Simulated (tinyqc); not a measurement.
## Via and link resistance from two via chains

Problem. A chain of 5000 vias joined by 5000 metal links has R = 5000 (Rv + Rlink), with Rlink proportional to the link length. Find Rv, Rlink for length L, and the value of Rv that the short chain would give if the links were ignored.

resistance of chains of 5000 links with link lengths L and 3 L (ohm): 1.76e5  1.88e5

Solution. R per link is a straight line in the link length; its intercept at zero length is Rv.

Rv = 34.0 ohm
Rlink = 1.20 ohm
Rv without correction = 35.2 ohm

Numbers from tinyqc (`OMP_NUM_THREADS=1 python tinyqc.py 2750029 2750030 out.jsonl`; about 0.01 s on one thread of a shared Intel Xeon 2.30GHz).
